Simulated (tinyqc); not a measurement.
Ellipsometry and reflectance of a transparent film on an absorbing substrate: one step of the calculation.

Air (index 1), film, substrate with N2 = n2 - i k2; time factor exp(+i w t). q_j = sqrt(N_j^2 - sin^2 th), root with positive real part. Fresnel coefficients r_s = (q_a - q_b)/(q_a + q_b), r_p = (N_b^2 q_a - N_a^2 q_b)/(N_b^2 q_a + N_a^2 q_b). tan(Psi) exp(i Delta) = R_p/R_s, Delta taken from 0 to 360 degrees.

Task. Psi, Delta and reflectances. beta = 2 pi d q1/lam, X = exp(-2 i beta), R = (r01 + r12 X)/(1 + r01 r12 X) for p and s.

Values chosen for this exercise:

| symbol | value | unit | meaning |
|---|---|---|---|
| lam | 800 | nm | wavelength |
| d | 80 | nm | film thickness |

q1 = 1.1766567
r01,p = -0.048752336
r01,s = -0.40357499
r12,p = 0.35351134-0.00072542i
r12,s = -0.50619344+0.00069285i

Wanted: beta; X; R_p; R_s; Psi; Delta; |R_p|^2; |R_s|^2.

Result.

beta = 0.7393 rad
X = 0.0920-0.9958i
R_p = -0.0230-0.3522i
R_s = -0.5194+0.3912i
Psi = 28.49 degrees
Delta = 123.2 degrees
|R_p|^2 = 0.1246
|R_s|^2 = 0.4228

The bare substrate gives Psi = 22.32 and Delta = 179.89 degrees.

Computed by the program tinyqc: `OMP_NUM_THREADS=1 python tinyqc.py 2870229 2870230 out.jsonl`, one thread of a shared Intel Xeon 2.30GHz, about 0.3 s for the whole run.
